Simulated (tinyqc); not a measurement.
Undoped gate-all-around wire MOSFET, analytic charge model: course of the iteration: charge at the source by Newton steps.

An undoped round wire of radius R under an insulator shell and a surrounding gate; long channel, electrons only, n = ni exp((psi - V)/Vt) with V the quasi-Fermi potential (0 at the source, Vd at the drain), constant mobility, no quantisation. The radial Poisson equation gives n(r) = n(0)/(1 - (1 - b) r^2/R^2)^2 with b = Q0/(Q + Q0). Q is the electron charge per area of the wire surface.

With V = 0: f = Q/Cox + Vt ln(Q/Q0) + Vt ln(1 + Q/Q0) - (Vg - V0); f' = 1/Cox + Vt/Q + Vt/(Q + Q0); Q(new) = Q - f/f'.

Stop when Q changes by less than 1e-8 nC/cm^2, or after 40 iterations.

Values chosen for this exercise: temperature T = 300 K; gate voltage Vg = 0.68 V.

Constants: q = 1.602176634e-19 C, kB = 1.380649e-23 J/K, Vt = kB T/q. Results are converted to the units shown.

Q at the start = 7.3 nC/cm^2
Cox = 4.63885 uF/cm^2
Q0 = 73.2475 nC/cm^2
V0 = 0.126352 V

Course of the iteration:
```
iteration	Q (nC/cm^2)	|change| (nC/cm^2)
1	156.699	149
2	1111.38	955
3	1770.52	659
4	1796.08	25.6
5	1796.10	0.0210
6	1796.10	1.40e-8
7	1796.10	0
```

Did this iteration meet its convergence test, and what does its course show?

Yes. Converged in 7 iterations. At the end the number of correct digits about doubles with each step.

Range of the model: The surface density at the source passes 0.3 Nc, where Boltzmann statistics fail.

Program tinyqc, `OMP_NUM_THREADS=1 python tinyqc.py 2460049 2460050 out.jsonl`; Intel Xeon 2.30GHz, shared host, one thread, about 0.02 s.
